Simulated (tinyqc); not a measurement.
Floating body of a partially depleted SOI transistor: body voltage and kink: two steps of the calculation.

Source at 0 V. Channel current Ic = 2 nf K Vt^2 [F(0) - F(Vd)](1 + la Vd), F(V) = ln^2(1 + exp((Vg - VT - nf V)/(2 nf Vt))), VT = VT0 - gb Vb. Saturation voltage Vs = 2 Vt sqrt(F(0)) + 3 Vt, excess Ve = (Vd - Vs + sqrt((Vd - Vs)^2 + 0.0004 V^2))/2, multiplication M1 = Ai Ve exp(-Bl/Ve). Each junction passes D(v) = J1 (exp(v/Vt) - 1) + J2 (exp(v/(2 Vt)) - 1). Bipolar current Ib = bb J1 (exp(Vb/Vt) - 1). The body settles where M1 (Ic + Ib) = D(Vb) + D(Vb - Vd) + Vb/Rb; drain current Id = (1 + M1)(Ic + Ib) - D(Vb - Vd).

Inputs (values chosen for the exercise); values of the order met in partially depleted silicon-on-insulator transistors:

| symbol | value | unit | meaning |
|---|---|---|---|
| T | 300 | K | temperature |
| VT0 | 0.36 | V | threshold at zero body voltage |
| gb | 0.2 |  | fall of the threshold per volt of body voltage |
| nf | 1.17 |  | slope factor |
| K | 110 | uA/(V^2 um) | gain factor per width |
| la | 0.07 | 1/V | channel-length modulation factor |
| Ai | 3.39 | 1/V | impact-ionisation prefactor |
| Bl | 7 | V | impact-ionisation voltage |
| J1 | 2.2e-13 | uA/um | diffusion saturation current of each junction |
| J2 | 1.5e-9 | uA/um | recombination saturation current of each junction |
| bb | 0.5 |  | gain of the lateral bipolar transistor on the diffusion current |
| Rb | 1e9 | kohm um | resistance of a weak body tie to the source (1e9 stands for no tie, and the term is then dropped) |
| Vg | 0.63 | V | gate voltage |
| Vd | 1.8 | V | drain voltage |

Constants: q = 1.602176634e-19 C, kB = 1.380649e-23 J/K, Vt = kB T/q. Results are converted to the units shown.

Problem 1. New Vb. Current into the body I_in = M1 (Ic + Ib) - D(Vb - Vd), current out I_out = D(Vb) + Vb/Rb; f = ln(I_in/I_out), s = df/dVb by central differences over 1e-5 V, Vb(new) = Vb - f/s.

Vb after iteration 1 = 0.67444982 V

Wanted: Ic; Ve; M1; I_in; I_out; f; s; Vb after iteration 2.

Solution 1.

Ic = 8.681 uA/um
Ve = 1.376 V
M1 = 0.02886
I_in = 0.2512 uA/um
I_out = 0.04776 uA/um
f = 1.660
s = -38.07 1/V
Vb after iteration 2 = 0.7181 V

Problem 2. Drain current with floating and with grounded body. Id and VT at the converged Vb, Id at Vb = 0, their ratio, and the bipolar share Ib/(Ic + Ib).

converged Vb = 0.71811491 V

Wanted: VT; Id, floating; Id, grounded; ratio; bipolar share.

Solution 2.

VT = 0.21638 V
Id, floating = 9.4424 uA/um
Id, grounded = 4.0579 uA/um
ratio = 2.3269
bipolar share = 1.3870 %

The body rises to 0.718 V and lowers the threshold by 144 mV.

Range of the model: The multiplication law is an empirical form chosen for the exercise; self-heating and capacitive coupling to the body are left out, and the linear laws are rough once Vb passes about 0.7 V or M1 about 0.1.

tinyqc, about 0.2 s, one thread, Intel Xeon 2.30GHz (shared host): `OMP_NUM_THREADS=1 python tinyqc.py 2182227 2182228 out.jsonl`
